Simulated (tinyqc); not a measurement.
# Tunnelling through a gate dielectric, WKB transmission and Tsu-Esaki current: two studies

Electrons leave the emitter at x = 0. Energies E (motion across the layers) are in eV from the emitter Fermi level; the collector Fermi level lies at -V and offers states at every E. No charge in the dielectric and no image force: F1 = V/t1, U = phi1 - F1 x. With C = hbar^2/(2 m0), kappa = sqrt(m (U - E)/C) where U > E and 0 elsewhere; T(E) = exp(-S), S = 2 times the integral of kappa over x.

Inputs (values chosen for the exercise); dielectric values close to those of zirconium oxide:
```
symbol  value  unit                                                        meaning
T         200     K                                                    temperature
Ef       0.27    eV              Fermi energy of the emitter above its band bottom
me       0.55    m0                            emitter mass in the supply function
phi1     1.35    eV  barrier of layer 1 above the emitter Fermi level at zero bias
m1       0.24    m0                                     tunnelling mass of layer 1
t1        7.5    nm                                           thickness of layer 1
V         2.3     V                                  voltage across the dielectric
```

Constants: q = 1.602176634e-19 C, kB = 1.380649e-23 J/K, hbar = 1.054571817e-34 J s, m0 = 9.1093837015e-31 kg, Vt = kB T/q, hbar^2/(2 m0) = 0.0380998212 eV nm^2. Results are converted to the units shown.

Each table varies one quantity; the others keep the values above.

## Current against voltage

Each layer adds (2/F) sqrt(m/C) [G(u at its left edge) - G(u at its right edge)] to S, with u = U - E (0 where negative) and G(u) = (2/3) u^1.5. J = J0 times the integral of T(E) N(E) dE, N = ln[(1 + exp(-E/Vt))/(1 + exp((-E - V)/Vt))], J0 = q^2 me m0 kB T/(2 pi^2 hbar^3) (times 1e-4 for A/cm^2 per eV), from E = -Ef to far above the barrier (T = 1 there), by quadrature converged to the digits shown.

Results:
```
V (V)  S at E = 0   T(E = 0)  J (A/cm^2)  mean E of the current (eV)
0.2         42.08  5.308e-19   1.868e-11                    -0.08941
0.55        38.93  1.244e-17   3.962e-10                    -0.08490
0.9         35.32  4.560e-16    1.242e-8                    -0.07497
1.25        30.86  3.962e-14    8.426e-7                    -0.05464
1.6         24.61  2.061e-11    3.537e-4                    -0.03872
2.3         17.12   3.684e-8       1.018                    -0.07456
2.65        14.86   3.533e-7       12.03                    -0.08718
3           13.12   1.999e-6       81.68                    -0.09745
```

Estimate the missing row, V = 1.95 V.

Computed row:
```
V (V)  S at E = 0  T(E = 0)  J (A/cm^2)  mean E of the current (eV)
1.95        20.19  1.707e-9     0.03738                    -0.05883
```

With this row back in the table: J rises from 1.87e-11 to 81.7 A/cm^2, by 3.79 decades a volt between the first two rows and 2.38 between the last two. From V = 1.6 V on (among the rows) a band edge falls below the emitter Fermi level, so electrons at E = 0 no longer cross the full thickness.

## Effect of the thickness t1 at fixed voltage

Same model as above.

Effect of the thickness t1 at fixed voltage:
```
t1 (nm)  S at E = 0   T(E = 0)  J (A/cm^2)  mean E of the current (eV)
4.5           10.27   3.466e-5        2002                     -0.1152
5.51          12.57   3.457e-6       150.3                     -0.1008
6.53          14.90   3.371e-7       11.42                    -0.08691
7.54          17.21   3.363e-8      0.9225                    -0.07407
8.56          19.54   3.279e-9     0.07512                    -0.06204
9.57          21.84  3.271e-10    0.006462                    -0.05101
10.59         24.17  3.189e-11    5.582e-4                    -0.04060
11.6          26.47  3.182e-12    5.070e-5                    -0.03082
```

Read the table: what changes, and by how much?

J falls from 2000 to 5.07e-5 A/cm^2: 1.11 decades a nanometre between the first two rows and 1.03 between the last two. The exponent S alone gives dS/dt/ln 10 = 0.991 and 0.991.

Numbers from tinyqc (`OMP_NUM_THREADS=1 python tinyqc.py 2540126 2540127 out.jsonl`; about 0.03 s on one thread of a shared Intel Xeon 2.30GHz).
